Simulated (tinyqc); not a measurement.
# Polarisation charge from two barrier thicknesses

Inverse problem. Voff = phiB - dEc - q sigma d/(eps0 eb). Find sigma, phiB - dEc and the thickness at which Voff = 0.

Constants: q = 1.602176634e-19 C, eps0 = 8.8541878128e-14 F/cm where lengths are in cm. Results are converted to the units shown.

Voff at d = 15 and 33 nm (V): -3.1180509  -7.7864719
eb = 9.2327000

Solution. Voff is a straight line in d: its slope is -q sigma/(eps0 eb) and its intercept phiB - dEc.

sigma = 1.32e13 cm^-2
phiB - dEc = 0.772 V
thickness for Voff = 0 = 2.98 nm

Numbers from tinyqc (`OMP_NUM_THREADS=1 python tinyqc.py 2180019 2180020 out.jsonl`; about 0.01 s on one thread of a shared Intel Xeon 2.30GHz).
